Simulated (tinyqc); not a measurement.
## Width from the threshold shift

Inverse problem. Undoped body with a flat potential across it, hard walls, transport along x. Three valley pairs (g = 2 each) with the longitudinal mass along x, y or z. Non-parabolicity enters the subband edges through E (1 + al E) = gamma, so E = 2 gamma/(1 + sqrt(1 + 4 al gamma)); motion within a subband is taken as parabolic with the band-edge mass. Energies are counted from the bulk band edge. gamma = C pi^2 [a^2/(my (t + dl)^2) + b^2/(mz (H + dl)^2)], C = hbar^2/(2 m0). Each subband has N_k = g sqrt(2 mx m0 kB T/(pi hbar^2)); without degeneracy n = exp(EF/Vt) sum N_k exp(-E_k/Vt). Classical value Nc times t H, Nc = sum over valleys of 2 g (m m0 kB T/(2 pi hbar^2))^1.5 with m = (mx my mz)^(1/3). Threshold shift dVT = Vt ln(classical value/sum N_k exp(-E_k/Vt)). Find t and the lowest subband edge.

Parameters, values chosen for the exercise; masses close to those of silicon:

| symbol | value | unit | meaning |
|---|---|---|---|
| T | 300 | K | temperature |
| ml | 0.898 | m0 | longitudinal mass |
| mt | 0.192 | m0 | transverse mass |
| al | 0.5 | 1/eV | non-parabolicity |
| dl | 0.3 | nm | widening of the box by penetration into the insulator |
| H | 38.4 | nm | height (along z) |

Constants: q = 1.602176634e-19 C, kB = 1.380649e-23 J/K, hbar = 1.054571817e-34 J s, m0 = 9.1093837015e-31 kg, Vt = kB T/q, hbar^2/(2 m0) = 0.0380998212 eV nm^2. Results are converted to the units shown.

dVT = 23.833348 mV

Answer. dVT is evaluated for trial values of t with all subbands; between 1.5 and 25 nm one value matches.

t = 6.400 nm
E_1 = 10.58 meV

Numbers from tinyqc (`OMP_NUM_THREADS=1 python tinyqc.py 2350073 2350074 out.jsonl`; about 0.3 s on one thread of a shared Intel Xeon 2.30GHz).
